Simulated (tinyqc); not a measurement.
Worked calculation: vibrations of a mass or spring defect in a linear chain. Computed by tinyqc, a small Python program that keeps every step. Command: `OMP_NUM_THREADS=1 python tinyqc.py 3031002 3031003 out.jsonl localmode walk`. One thread of a shared host (Intel(R) Xeon(R) Processor @ 2.30GHz), about 0.01 s of CPU time with the checks. Intermediate numbers are printed to about 6 digits and carried at full precision; extremes and crossings named in words are read from the listed rows.

A ring of N atoms with nearest-neighbour springs k and motion along the chain. Atom 1 is the defect, of mass M', and its two springs are k'. All other atoms have the mass M.

Inputs (values chosen for the exercise, for a model chain): spring constant k = 2.22 eV/angstrom^2; host mass M = 81.9 u; defect mass M' = 24.5 u; spring ratio k'/k at the defect = 1; atoms in the ring N = 12; isotope mass step = 2 u.

Host: monatomic.

Constants: nu for 1 eV/(angstrom^2 u) = 15.6333042 THz.

## Band edges of the host

Host band: lambda from 0 to 4k/M. nu = 15.6333042 THz x sqrt(lambda), lambda in eV/(angstrom^2 u).

band edges (THz): [0.00000, 5.14772]

## Dynamical matrix of the ring

D_ii = (sum of the two springs at i)/M_i, D_ij = -k_ij/sqrt(M_i M_j) for neighbours, closed into a ring.

D (eV/(angstrom^2 u)):
```
[[0.181224, -0.049560, 0.000000, 0.000000, 0.000000, 0.000000, 0.000000, 0.000000, 0.000000, 0.000000, 0.000000, -0.049560],
 [-0.049560, 0.054212, -0.027106, 0.000000, 0.000000, 0.000000, 0.000000, 0.000000, 0.000000, 0.000000, 0.000000, 0.000000],
 [0.000000, -0.027106, 0.054212, -0.027106, 0.000000, 0.000000, 0.000000, 0.000000, 0.000000, 0.000000, 0.000000, 0.000000],
 [0.000000, 0.000000, -0.027106, 0.054212, -0.027106, 0.000000, 0.000000, 0.000000, 0.000000, 0.000000, 0.000000, 0.000000],
 [0.000000, 0.000000, 0.000000, -0.027106, 0.054212, -0.027106, 0.000000, 0.000000, 0.000000, 0.000000, 0.000000, 0.000000],
 [0.000000, 0.000000, 0.000000, 0.000000, -0.027106, 0.054212, -0.027106, 0.000000, 0.000000, 0.000000, 0.000000, 0.000000],
 [0.000000, 0.000000, 0.000000, 0.000000, 0.000000, -0.027106, 0.054212, -0.027106, 0.000000, 0.000000, 0.000000, 0.000000],
 [0.000000, 0.000000, 0.000000, 0.000000, 0.000000, 0.000000, -0.027106, 0.054212, -0.027106, 0.000000, 0.000000, 0.000000],
 [0.000000, 0.000000, 0.000000, 0.000000, 0.000000, 0.000000, 0.000000, -0.027106, 0.054212, -0.027106, 0.000000, 0.000000],
 [0.000000, 0.000000, 0.000000, 0.000000, 0.000000, 0.000000, 0.000000, 0.000000, -0.027106, 0.054212, -0.027106, 0.000000],
 [0.000000, 0.000000, 0.000000, 0.000000, 0.000000, 0.000000, 0.000000, 0.000000, 0.000000, -0.027106, 0.054212, -0.027106],
 [-0.049560, 0.000000, 0.000000, 0.000000, 0.000000, 0.000000, 0.000000, 0.000000, 0.000000, 0.000000, -0.027106, 0.054212]]
```

## Frequencies of the ring

Diagonalise D and leave out the zero eigenvalue of the uniform shift.

nonzero frequencies (THz): [1.33233, 1.41402, 2.57386, 2.72550, 3.63999, 3.83583, 4.45806, 4.65255, 4.97232, 5.09113, 7.21673]

1 mode(s) lie outside the host bands, at 7.217 THz.

## The highest mode of a long ring

The same matrix for 120 atoms; amplitudes are the mass-weighted eigenvector, in size, relative to the defect, for the highest mode; its weight is the squared component of the normalised eigenvector on the defect.

highest frequency, long ring = 7.21673 THz

weight of the highest mode on the defect = 0.824121

amplitudes on atoms 1 to 8: [1.00000e+00, 3.21569e-01, 5.65573e-02, 9.94727e-03, 1.74952e-03, 3.07704e-04, 5.41189e-05, 9.51839e-06]

ratio to the top of the host band = 1.40193

A local mode: it lies 40.2 % above the host band and its amplitude falls by a factor 32.33 every two atoms beyond the first neighbour.

## Closed form for a light mass defect

With eps = 1 - M'/M and unchanged springs, the Green-function condition of the infinite chain gives nu = nu_max/sqrt(1 - eps^2), with nu_max the upper band edge, and the displacement alternates in sign and falls by (1 - eps)/(1 + eps) an atom.

eps = 0.700855

local-mode frequency = 7.21673 THz

decay factor per atom = 0.175879

## Convergence with the size of the ring

The formulas are those given above.

Highest mode:
```
N    frequency (THz)  weight on the defect  modes outside the bands
4            7.22985              0.813333                        1
6            7.21714              0.823507                        1
8            7.21675              0.824093                        1
12           7.21673              0.824121                        1
20           7.21673              0.824121                        1
40           7.21673              0.824121                        1
80           7.21673              0.824121                        1
120          7.21673              0.824121                        1
```

The local mode is within 0.01 % of its final value from N = 6 on, and its weight on the defect settles at 0.824: a bound mode needs only a cell larger than its decay length.

## Isotope shift of the local mode

Raise M' by the isotope step in the 120-atom ring. First order, good only for a step much smaller than M': Delta nu/nu = -(1/2) (weight on the defect) Delta M'/M'; a defect vibrating against fixed neighbours would give sqrt(M'/(M' + step)) - 1.

shift, exact = -3.14983 %

shift, first order = -3.36376 %

shift, fixed neighbours = -3.84761 %

The shift is 82 % of the fixed-neighbour value; all other atoms together carry 18 % of the kinetic energy of the mode.

Checks made by the program: closed form against the long ring (relative difference below 1e-10).
